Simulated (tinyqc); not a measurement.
Coupled-perturbed Hartree-Fock on RHF in the sto-3g basis, for H6, spin multiplicity 1, step by step (part 1 of 2). Computed by tinyqc, a small Python program that keeps every step (integrals from PySCF). Settings: charge = 0, multiplicity = 1, basis = sto-3g, method = RHF, energy threshold = 1e-10, iteration cap = 86, orthogonalisation = symmetric, start = Wolfsberg-Helmholz matrix, DIIS depth = 6. Command: `OMP_NUM_THREADS=1 python tinyqc.py 23340 23341 out.jsonl` (the two numbers bound the seeds that draw the settings). One thread of a shared host (Intel(R) Xeon(R) Processor @ 2.60GHz), about 0.1 s of CPU time with the checks. Later iterations appear only in the table of the cycle.

## One-electron integrals

Geometry (angstrom):
```
atom        x        y        z
H     0.00000  0.00000  0.00000
H     0.00000  0.00000  1.00500
H     0.00000  0.00000  2.34500
H     0.00000  0.00000  3.35000
H     0.00000  0.00000  4.69100
H     0.00000  0.00000  5.69600
```

Basis sto-3g: exponents (1/bohr^2) and contraction coefficients of normalised primitives:
```
element  l (shell)  exponent  coefficient
H            s (1)   3.42525      0.15433
H            s (1)   0.62391      0.53533
H            s (1)   0.16886      0.44463
```

Overlap, kinetic and nuclear-attraction integrals over the contracted functions; the nuclear repulsion is the sum of Za Zb / Rab.

nuclear repulsion = 4.0495718 hartree

overlap S, order 1H 1s, 2H 1s, 3H 1s, 4H 1s, 5H 1s, 6H 1s:
$$\begin{pmatrix}
1.00000 & 0.49354 & 0.06585 & 0.00848 & 0.00027 & 0.00001 \\
0.49354 & 1.00000 & 0.32117 & 0.06585 & 0.00386 & 0.00027 \\
0.06585 & 0.32117 & 1.00000 & 0.49354 & 0.06573 & 0.00846 \\
0.00848 & 0.06585 & 0.49354 & 1.00000 & 0.32073 & 0.06573 \\
0.00027 & 0.00386 & 0.06573 & 0.32073 & 1.00000 & 0.49354 \\
0.00001 & 0.00027 & 0.00846 & 0.06573 & 0.49354 & 1.00000
\end{pmatrix}$$

kinetic energy T (hartree), order 1H 1s, 2H 1s, 3H 1s, 4H 1s, 5H 1s, 6H 1s:
$$\begin{pmatrix}
0.76003 & 0.10947 & -0.01135 & -0.00398 & -0.00025 & -0.00002 \\
0.10947 & 0.76003 & 0.02761 & -0.01135 & -0.00221 & -0.00025 \\
-0.01135 & 0.02761 & 0.76003 & 0.10947 & -0.01135 & -0.00397 \\
-0.00398 & -0.01135 & 0.10947 & 0.76003 & 0.02746 & -0.01135 \\
-0.00025 & -0.00221 & -0.01135 & 0.02746 & 0.76003 & 0.10947 \\
-0.00002 & -0.00025 & -0.00397 & -0.01135 & 0.10947 & 0.76003
\end{pmatrix}$$

nuclear attraction V (hartree), order 1H 1s, 2H 1s, 3H 1s, 4H 1s, 5H 1s, 6H 1s:
$$\begin{pmatrix}
-2.32661 & -1.13651 & -0.14327 & -0.01813 & -0.00057 & -0.00002 \\
-1.13651 & -2.61109 & -0.75115 & -0.14985 & -0.00838 & -0.00057 \\
-0.14327 & -0.75115 & -2.73819 & -1.25947 & -0.14955 & -0.01808 \\
-0.01813 & -0.14985 & -1.25947 & -2.73796 & -0.74991 & -0.14298 \\
-0.00057 & -0.00838 & -0.14955 & -0.74991 & -2.61072 & -1.13640 \\
-0.00002 & -0.00057 & -0.01808 & -0.14298 & -1.13640 & -2.32647
\end{pmatrix}$$

core Hamiltonian H = T + V (hartree), order 1H 1s, 2H 1s, 3H 1s, 4H 1s, 5H 1s, 6H 1s:
$$\begin{pmatrix}
-1.56658 & -1.02705 & -0.15462 & -0.02211 & -0.00082 & -0.00004 \\
-1.02705 & -1.85106 & -0.72354 & -0.16120 & -0.01059 & -0.00082 \\
-0.15462 & -0.72354 & -1.97816 & -1.15001 & -0.16090 & -0.02206 \\
-0.02211 & -0.16120 & -1.15001 & -1.97793 & -0.72244 & -0.15433 \\
-0.00082 & -0.01059 & -0.16090 & -0.72244 & -1.85068 & -1.02694 \\
-0.00004 & -0.00082 & -0.02206 & -0.15433 & -1.02694 & -1.56644
\end{pmatrix}$$

## Two-electron integrals

Functions are numbered as in S; the eight-fold symmetry (ij|kl) = (ji|kl) = (kl|ij) leaves the list below.

Two-electron integrals (ij|kl) in chemists' order, unique and non-zero (hartree):
```
(11|11) 0.77461    (21|11) 0.30700    (21|21) 0.15580    (22|11) 0.47642
(22|21) 0.30700    (22|22) 0.77461    (31|11) 0.02820    (31|21) 0.01618
(31|22) 0.03730    (31|31) 0.00213    (32|11) 0.10243    (32|21) 0.06708
(32|22) 0.18041    (32|31) 0.01067    (32|32) 0.06074    (33|11) 0.22546
(33|21) 0.14247    (33|22) 0.38167    (33|31) 0.02820    (33|32) 0.18041
(33|33) 0.77461    (41|11) 0.00275    (41|21) 0.00169    (41|22) 0.00419
(41|31) 0.00025    (41|32) 0.00138    (41|33) 0.00419    (41|41) 3.27e-05
(42|11) 0.01666    (42|21) 0.01064    (42|22) 0.02820    (42|31) 0.00181
(42|32) 0.01067    (42|33) 0.03730    (42|41) 0.00025    (42|42) 0.00213
(43|11) 0.09227    (43|21) 0.05587    (43|22) 0.14247    (43|31) 0.01064
(43|32) 0.06708    (43|33) 0.30700    (43|41) 0.00169    (43|42) 0.01618
(43|43) 0.15580    (44|11) 0.15796    (44|21) 0.09227    (44|22) 0.22546
(44|31) 0.01666    (44|32) 0.10243    (44|33) 0.47642    (44|41) 0.00275
(44|42) 0.02820    (44|43) 0.30700    (44|44) 0.77461    (51|11) 0.00006
(51|21) 3.83e-05   (51|22) 0.00010    (51|31) 6.73e-06   (51|32) 4.01e-05
(51|33) 0.00015    (51|41) 9.69e-07   (51|42) 8.32e-06   (51|43) 0.00007
(51|44) 0.00012    (51|51) 3.33e-08   (52|11) 0.00074    (52|21) 0.00045
(52|22) 0.00114    (52|31) 0.00008    (52|32) 0.00049    (52|33) 0.00197
(52|41) 1.22e-05   (52|42) 0.00011    (52|43) 0.00099    (52|44) 0.00197
(52|51) 4.54e-07   (52|52) 6.73e-06   (53|11) 0.01006    (53|21) 0.00586
(53|22) 0.01431    (53|31) 0.00105    (53|32) 0.00636    (53|33) 0.02814
(53|41) 0.00017    (53|42) 0.00161    (53|43) 0.01615    (53|44) 0.03723
(53|51) 6.72e-06   (53|52) 0.00011    (53|53) 0.00212    (54|11) 0.04245
(54|21) 0.02408    (54|22) 0.05683    (54|31) 0.00408    (54|32) 0.02394
(54|33) 0.10226    (54|41) 0.00065    (54|42) 0.00637    (54|43) 0.06697
(54|44) 0.18011    (54|51) 2.69e-05   (54|52) 0.00049    (54|53) 0.01064
(54|54) 0.06056    (55|11) 0.11281    (55|21) 0.06253    (55|22) 0.14356
(55|31) 0.01008    (55|32) 0.05690    (55|33) 0.22537    (55|41) 0.00153
(55|42) 0.01433    (55|43) 0.14240    (55|44) 0.38143    (55|51) 0.00006
(55|52) 0.00114    (55|53) 0.02814    (55|54) 0.18011    (55|55) 0.77461
(61|11) 2.09e-06   (61|21) 1.26e-06   (61|22) 3.18e-06   (61|31) 2.29e-07
(61|32) 1.39e-06   (61|33) 5.79e-06   (61|41) 3.51e-08   (61|42) 3.24e-07
(61|43) 2.92e-06   (61|44) 5.79e-06   (61|52) 1.98e-08   (61|53) 3.23e-07
(61|54) 1.39e-06   (61|55) 3.18e-06   (62|11) 4.30e-05   (62|21) 2.52e-05
(62|22) 0.00006    (62|31) 4.47e-06   (62|32) 2.70e-05   (62|33) 0.00012
(62|41) 7.03e-07   (62|42) 6.73e-06   (62|43) 0.00007    (62|44) 0.00015
(62|51) 2.80e-08   (62|52) 4.54e-07   (62|53) 8.31e-06   (62|54) 4.00e-05
(62|55) 0.00010    (62|62) 3.33e-08   (63|11) 0.00113    (63|21) 0.00064
(63|22) 0.00152    (63|31) 0.00011    (63|32) 0.00064    (63|33) 0.00275
(63|41) 1.72e-05   (63|42) 0.00017    (63|43) 0.00168    (63|44) 0.00418
(63|51) 7.02e-07   (63|52) 1.22e-05   (63|53) 0.00025    (63|54) 0.00137
(63|55) 0.00418    (63|61) 3.51e-08   (63|62) 9.67e-07   (63|63) 3.25e-05
(64|11) 0.00777    (64|21) 0.00434    (64|22) 0.01006    (64|31) 0.00071
(64|32) 0.00408    (64|33) 0.01662    (64|41) 0.00011    (64|42) 0.00105
(64|43) 0.01062    (64|44) 0.02814    (64|51) 4.46e-06   (64|52) 0.00008
(64|53) 0.00180    (64|54) 0.01064    (64|55) 0.03723    (64|61) 2.29e-07
(64|62) 6.72e-06   (64|63) 0.00025    (64|64) 0.00212    (65|11) 0.05038
(65|21) 0.02760    (65|22) 0.06253    (65|31) 0.00435    (65|32) 0.02411
(65|33) 0.09224    (65|41) 0.00064    (65|42) 0.00587    (65|43) 0.05584
(65|44) 0.14240    (65|51) 2.52e-05   (65|52) 0.00045    (65|53) 0.01062
(65|54) 0.06697    (65|55) 0.30700    (65|61) 1.26e-06   (65|62) 3.83e-05
(65|63) 0.00168    (65|64) 0.01615    (65|65) 0.15580    (66|11) 0.09290
(66|21) 0.05038    (66|22) 0.11281    (66|31) 0.00778    (66|32) 0.04250
(66|33) 0.15791    (66|41) 0.00113    (66|42) 0.01008    (66|43) 0.09224
(66|44) 0.22537    (66|51) 4.30e-05   (66|52) 0.00074    (66|53) 0.01662
(66|54) 0.10226    (66|55) 0.47642    (66|61) 2.09e-06   (66|62) 0.00006
(66|63) 0.00275    (66|64) 0.02814    (66|65) 0.30700    (66|66) 0.77461
```

## Orthogonalisation

S = U s U^T; symmetric (Loewdin) form X = U s^(-1/2) U^T, so that X^T S X = 1.

eigenvalues of S: [0.34262, 0.45620, 0.62059, 1.20149, 1.53937, 1.83974]

X, order 1H 1s, 2H 1s, 3H 1s, 4H 1s, 5H 1s, 6H 1s:
$$\begin{pmatrix}
1.11550 & -0.30717 & 0.04161 & -0.00892 & 0.00110 & -0.00024 \\
-0.30717 & 1.16878 & -0.21082 & 0.04334 & -0.00508 & 0.00110 \\
0.04161 & -0.21082 & 1.17285 & -0.32152 & 0.04330 & -0.00892 \\
-0.00892 & 0.04334 & -0.32152 & 1.17270 & -0.21050 & 0.04157 \\
0.00110 & -0.00508 & 0.04330 & -0.21050 & 1.16861 & -0.30713 \\
-0.00024 & 0.00110 & -0.00892 & 0.04157 & -0.30713 & 1.11549
\end{pmatrix}$$

## Starting guess

The start is the generalised Wolfsberg-Helmholz matrix (K = 1.75) built on H; D = 2 C_occ C_occ^T.

D at the start, order 1H 1s, 2H 1s, 3H 1s, 4H 1s, 5H 1s, 6H 1s:
$$\begin{pmatrix}
0.52188 & 0.61187 & -0.09007 & -0.30001 & 0.06485 & 0.17350 \\
0.61187 & 0.81088 & 0.14378 & -0.18581 & -0.04823 & 0.06483 \\
-0.09007 & 0.14378 & 0.71951 & 0.59335 & -0.18556 & -0.29954 \\
-0.30001 & -0.18581 & 0.59335 & 0.71973 & 0.14361 & -0.09000 \\
0.06485 & -0.04823 & -0.18556 & 0.14361 & 0.81096 & 0.61197 \\
0.17350 & 0.06483 & -0.29954 & -0.09000 & 0.61197 & 0.52184
\end{pmatrix}$$

## Iteration 1: building the Fock matrix

J_ij = sum D_kl (ij|kl), K_ij = sum D_kl (ik|jl); F = H + J - 0.5 K; E = tr D H + tr D J / 2 - 0.25 tr D K + E_nn.

Coulomb J (hartree), order 1H 1s, 2H 1s, 3H 1s, 4H 1s, 5H 1s, 6H 1s:
$$\begin{pmatrix}
1.77615 & 0.96078 & 0.12966 & 0.01684 & 0.00054 & 0.00002 \\
0.96078 & 2.15060 & 0.67690 & 0.13771 & 0.00787 & 0.00054 \\
0.12966 & 0.67690 & 2.28868 & 1.11135 & 0.13744 & 0.01680 \\
0.01684 & 0.13771 & 1.11135 & 2.28853 & 0.67585 & 0.12941 \\
0.00054 & 0.00787 & 0.13744 & 0.67585 & 2.15032 & 0.96070 \\
0.00002 & 0.00054 & 0.01680 & 0.12941 & 0.96070 & 1.77606
\end{pmatrix}$$

exchange K (hartree), order 1H 1s, 2H 1s, 3H 1s, 4H 1s, 5H 1s, 6H 1s:
$$\begin{pmatrix}
0.90543 & 0.80183 & 0.13549 & -0.02046 & -0.00077 & 0.01571 \\
0.80183 & 1.16575 & 0.42461 & 0.11449 & 0.00044 & -0.00077 \\
0.13549 & 0.42461 & 1.10665 & 0.81017 & 0.11428 & -0.02043 \\
-0.02046 & 0.11449 & 0.81017 & 1.10654 & 0.42393 & 0.13527 \\
-0.00077 & 0.00044 & 0.11428 & 0.42393 & 1.16565 & 0.80189 \\
0.01571 & -0.00077 & -0.02043 & 0.13527 & 0.80189 & 0.90549
\end{pmatrix}$$

Fock matrix F (hartree), order 1H 1s, 2H 1s, 3H 1s, 4H 1s, 5H 1s, 6H 1s:
$$\begin{pmatrix}
-0.24315 & -0.46719 & -0.09271 & 0.00496 & 0.00010 & -0.00787 \\
-0.46719 & -0.28334 & -0.25895 & -0.08073 & -0.00294 & 0.00010 \\
-0.09271 & -0.25895 & -0.24280 & -0.44374 & -0.08060 & 0.00496 \\
0.00496 & -0.08073 & -0.44374 & -0.24267 & -0.25856 & -0.09256 \\
0.00010 & -0.00294 & -0.08060 & -0.25856 & -0.28319 & -0.46718 \\
-0.00787 & 0.00010 & 0.00496 & -0.09256 & -0.46718 & -0.24312
\end{pmatrix}$$

total energy of this density = -3.1362770 hartree

## Iteration 1: diagonalisation and new density

Diagonalise F' = X^T F X, C = X C', fill 3 alpha and 3 beta electrons from the bottom; D = 2 C_occ C_occ^T. Each column has its largest component positive (the first on a tie).

F' = X^T F X (hartree):
$$\begin{pmatrix}
-0.01176 & -0.47177 & 0.04848 & 0.00746 & 0.00017 & -0.00874 \\
-0.47177 & 0.02958 & -0.26972 & 0.06150 & -0.00390 & 0.00017 \\
0.04848 & -0.26972 & 0.07695 & -0.48569 & 0.06144 & 0.00743 \\
0.00746 & 0.06150 & -0.48569 & 0.07684 & -0.26931 & 0.04843 \\
0.00017 & -0.00390 & 0.06144 & -0.26931 & 0.02949 & -0.47176 \\
-0.00874 & 0.00017 & 0.00743 & 0.04843 & -0.47176 & -0.01174
\end{pmatrix}$$

orbital energies (hartree): MO1 -0.56030, MO2 -0.49754, MO3 -0.35733, MO4 0.27755, MO5 0.51398, MO6 0.81299

coefficients C, order 1H 1s, 2H 1s, 3H 1s, 4H 1s, 5H 1s, 6H 1s:
$$\begin{pmatrix}
0.24575 & -0.37738 & -0.38044 & 0.59348 & -0.68108 & 0.42055 \\
0.31819 & -0.41367 & -0.23682 & -0.40204 & 0.76170 & -0.66066 \\
0.33466 & -0.10409 & 0.46381 & -0.54086 & -0.22285 & 0.92030 \\
0.33430 & 0.10463 & 0.46399 & 0.54116 & -0.22337 & -0.91970 \\
0.31721 & 0.41457 & -0.23658 & 0.40170 & 0.76261 & 0.65940 \\
0.24501 & 0.37822 & -0.38005 & -0.59299 & -0.68195 & -0.41982
\end{pmatrix}$$

D after iteration 1, order 1H 1s, 2H 1s, 3H 1s, 4H 1s, 5H 1s, 6H 1s:
$$\begin{pmatrix}
0.69509 & 0.64880 & -0.10986 & -0.26770 & 0.02301 & 0.12413 \\
0.64880 & 0.65689 & 0.07940 & -0.09359 & -0.02907 & 0.02301 \\
-0.10986 & 0.07940 & 0.67589 & 0.63237 & -0.09345 & -0.26728 \\
-0.26770 & -0.09359 & 0.63237 & 0.67597 & 0.07930 & -0.10971 \\
0.02301 & -0.02907 & -0.09345 & 0.07930 & 0.65691 & 0.64885 \\
0.12413 & 0.02301 & -0.26728 & -0.10971 & 0.64885 & 0.69503
\end{pmatrix}$$

## Iteration 6 (converged): orbitals

converged F (hartree), order 1H 1s, 2H 1s, 3H 1s, 4H 1s, 5H 1s, 6H 1s:
$$\begin{pmatrix}
-0.24730 & -0.47620 & -0.09031 & 0.00017 & 0.00147 & -0.00342 \\
-0.47620 & -0.28817 & -0.25371 & -0.08961 & -0.00685 & 0.00146 \\
-0.09031 & -0.25371 & -0.29061 & -0.47776 & -0.08946 & 0.00017 \\
0.00017 & -0.08961 & -0.47776 & -0.29049 & -0.25334 & -0.09016 \\
0.00147 & -0.00685 & -0.08946 & -0.25334 & -0.28805 & -0.47620 \\
-0.00342 & 0.00146 & 0.00017 & -0.09016 & -0.47620 & -0.24730
\end{pmatrix}$$

As before.

F' = X^T F X (hartree):
$$\begin{pmatrix}
-0.01113 & -0.48095 & 0.05064 & 0.00278 & 0.00231 & -0.00478 \\
-0.48095 & 0.02445 & -0.25167 & 0.05307 & -0.00627 & 0.00231 \\
0.05064 & -0.25167 & 0.02754 & -0.49484 & 0.05302 & 0.00275 \\
0.00278 & 0.05307 & -0.49484 & 0.02744 & -0.25129 & 0.05059 \\
0.00231 & -0.00627 & 0.05302 & -0.25129 & 0.02435 & -0.48092 \\
-0.00478 & 0.00231 & 0.00275 & 0.05059 & -0.48092 & -0.01114
\end{pmatrix}$$

orbital energies (hartree): MO1 -0.58761, MO2 -0.50388, MO3 -0.39089, MO4 0.27505, MO5 0.51336, MO6 0.77548

coefficients C, order 1H 1s, 2H 1s, 3H 1s, 4H 1s, 5H 1s, 6H 1s:
$$\begin{pmatrix}
0.20787 & -0.38402 & -0.39103 & 0.56515 & -0.68759 & 0.45247 \\
0.28209 & -0.41259 & -0.28734 & -0.37641 & 0.75845 & -0.67635 \\
0.38675 & -0.08632 & 0.42786 & -0.58731 & -0.20999 & 0.89329 \\
0.38651 & 0.08670 & 0.42803 & 0.58755 & -0.21064 & -0.89268 \\
0.28139 & 0.41329 & -0.28702 & 0.37616 & 0.75943 & 0.67498 \\
0.20737 & 0.38469 & -0.39061 & -0.56471 & -0.68851 & -0.45161
\end{pmatrix}$$

D after iteration 6, order 1H 1s, 2H 1s, 3H 1s, 4H 1s, 5H 1s, 6H 1s:
$$\begin{pmatrix}
0.68717 & 0.65888 & -0.10752 & -0.24064 & 0.02402 & 0.09624 \\
0.65888 & 0.66473 & 0.04354 & -0.09946 & -0.01734 & 0.02403 \\
-0.10752 & 0.04354 & 0.68017 & 0.65027 & -0.09930 & -0.24026 \\
-0.24064 & -0.09946 & 0.65027 & 0.68025 & 0.04348 & -0.10738 \\
0.02402 & -0.01734 & -0.09930 & 0.04348 & 0.66474 & 0.65890 \\
0.09624 & 0.02403 & -0.24026 & -0.10738 & 0.65890 & 0.68712
\end{pmatrix}$$

## Convergence

Stop when the energy changes by less than 1e-10 hartree and every element of the error matrix X^T (F D S - S D F) X is below 3e-06.

Course of the cycle:
```
iteration  E (hartree)     change  largest element of the error matrix
1           -3.1362770          -                             1.30e-01
2           -3.1719768  -3.57e-02                             1.90e-02
3           -3.1730835  -1.11e-03                             5.40e-03
4           -3.1731767  -9.32e-05                             7.14e-05
5           -3.1731767  -1.11e-08                             4.11e-06
6           -3.1731767  -6.37e-11                             2.99e-07
```

PySCF RHF in the same basis = -3.1731767 hartree

Converged in 6 iterations.

## Populations, bond orders and dipole

Mulliken: Z minus the diagonal of D S on the atom; Loewdin: the same with S^(1/2) D S^(1/2); Mayer order: 2 sum_s sum (D(s) S)_ij (D(s) S)_ji over the two atoms.

Charges (e):
```
atom  Mulliken   Loewdin
1H    -0.00324  -0.00913
2H     0.00271   0.00849
3H     0.00055   0.00066
4H     0.00052   0.00060
5H     0.00270   0.00847
6H    -0.00324  -0.00910
```

Mayer bond orders:
```
pair     order
2-1    0.93731
3-1   -0.00118
3-2    0.06293
4-1    0.05557
4-2   -0.00116
4-3    0.88402
5-1   -0.00009
5-2    0.00101
5-3   -0.00116
5-4    0.06275
6-1    0.00838
6-2   -0.00009
6-3    0.05539
6-4   -0.00118
6-5    0.93748
```

dipole moment about the origin, x y z (debye): [0.00000, 0.00000, -0.00008]
